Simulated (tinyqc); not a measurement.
## Layer from its matrix

Question. For (psi, psi'/m) a flat barrier below its edge has M = [[cosh Kd, (m/K) sinh Kd], [(K/m) sinh Kd, cosh Kd]], K = sqrt(m (U - E)/C), C = hbar^2/(2 m0). Its width is d = 0.3 nm. Find K, m and U.

Parameters, values chosen for the exercise:
- E = 2.756 eV (electron energy)

Constants: q = 1.602176634e-19 C, hbar = 1.054571817e-34 J s, m0 = 9.1093837015e-31 kg, hbar^2/(2 m0) = 0.0380998212 eV nm^2. Results are converted to the units shown.

M of the layer (M12 in nm, M21 in 1/nm):
```
,1,2
1,1.7192223,0.16234224
2,12.046928,1.7192223
```

Solution. K = arcosh(M11)/d, m/K = sqrt(M12/M21), and U = E + C K^2/m.

K = 3.790 1/nm
m = 0.4400 m0
U = 4.000 eV

Program tinyqc, `OMP_NUM_THREADS=1 python tinyqc.py 2560101 2560102 out.jsonl`; Intel Xeon 2.30GHz, shared host, one thread, about 0.01 s.
